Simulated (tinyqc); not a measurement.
# From one set of inputs to another, one input at a time

Model: rapid thermal processing of a wafer: radiative balance, ramp and cooling, pattern effects, pyrometer error and spike budget. Computed by tinyqc, a small Python program. Command: `OMP_NUM_THREADS=1 python tinyqc.py 3113183 3113184 out.jsonl rtp ladder`. One thread of a shared host (Intel(R) Xeon(R) Processor @ 2.30GHz), about 0.1 s of CPU time with the checks.

The wafer is opaque and uniform through its thickness unless said otherwise; temperatures in formulas are in kelvin (C + 273.15). sigma = 5.670374419e-12 W/(cm^2 K^4).

The inputs printed are set A. Inputs not listed in the table keep their values of set A, so the rows need not describe a real material.

Inputs (values chosen for the exercise, modelled on a hot silicon wafer): wafer thickness d = 625 micrometre; heat capacity per volume C = 2.23 J/(cm^3 K); thermal conductivity k = 0.22 W/(cm K); emissivity eps of each face = 0.64; reflectivity of the chamber walls r = 0.23; gas heat-transfer coefficient h, both faces together = 3.4 mW/(cm^2 K); wall temperature T_w = 700 K; process temperature = 1030 C; starting temperature = 400 C; ramp rate = 330 K/s; relative change of absorptivity over a pattern = 10 %; period of the pattern = 2.2 mm; activation energy of the process E_a = 4 eV.

Constants: k_B = 8.617333262e-05 eV/K.

Method:
- Effective emissivity between parallel grey plates: eps_eff = 1/(1/eps + 1/(1 - r) - 1). Loss per area q(T) = 2 eps_eff sigma (T^4 - T_w^4) + h (T - T_w).
- Absorbed power during a ramp = q(T) + C d x ramp rate; thermal time constant tau = C d/(dq/dT), dq/dT = 8 eps_eff sigma T^3 + h; natural cooling rate q/(C d); front-to-back difference under one-sided heating at the end of the ramp = (absorbed power) d/(2 k).
- Cooling with the lamps off: C d dT/dt = -q(T), integrated adaptively (relative tolerance 1e-10).
- Spike anneal: linear ramp to the peak, then lamps off. Equivalent time at the peak = int exp(-(E_a/k_B)(1/T - 1/T_peak)) dt; estimate (k_B T^2/E_a)(1/ramp rate + 1/cooling rate). The ramp part uses 4000 trapezoid steps, the cooling part 4000 steps over 4 tau.
- Time within 50 K of the peak from the same curves.
- At steady state a sinusoidal change of absorbed power of relative amplitude a and period p gives the temperature amplitude a q/(dq/dT + k d (2 pi/p)^2); healing length l = sqrt(k d/(dq/dT)); process change = E_a dT/(k_B T^2). Emissivity is taken as unchanged.

Each row keeps all changes above it:
```
input moved                                                         from    to  time constant tau (s)  equivalent time, total (s)  amplitude (K)
set A                                                                  -     -                  2.431                      0.4034         0.1611
ramp rate (K/s)                                                      330   300                  2.431                      0.4140         0.1611
activation energy of the process E_a (eV)                              4     2                  2.431                      0.8563         0.1611
emissivity eps of each face                                         0.64  0.68                  2.318                      0.8287         0.1685
thermal conductivity k (W/(cm K))                                   0.22  0.29                  2.318                      0.8287         0.1280
gas heat-transfer coefficient h, both faces together (mW/(cm^2 K))   3.4   3.8                  2.302                      0.8202         0.1296
reflectivity of the chamber walls r                                 0.23  0.17                  2.187                      0.7924         0.1360
period of the pattern (mm)                                           2.2   2.4                  2.187                      0.7924         0.1617
```

Time constant tau goes from 2.43 to 2.19, a factor 0.900 in all. The largest single move comes from reflectivity of the chamber walls r (a factor 0.950). Equivalent time, total goes from 0.403 to 0.792, a factor 1.96 in all. The largest single move comes from activation energy of the process E_a (a factor 2.07). Amplitude goes from 0.161 to 0.162, a factor 1.004 in all. The largest single move comes from thermal conductivity k (a factor 0.760), but it runs against the net change; the largest move in the direction of the net change is period of the pattern (a factor 1.19). The single moves hold for this order of the switches; the total does not depend on the order.

Extremes, crossings and ranges named in words are read from the listed rows.
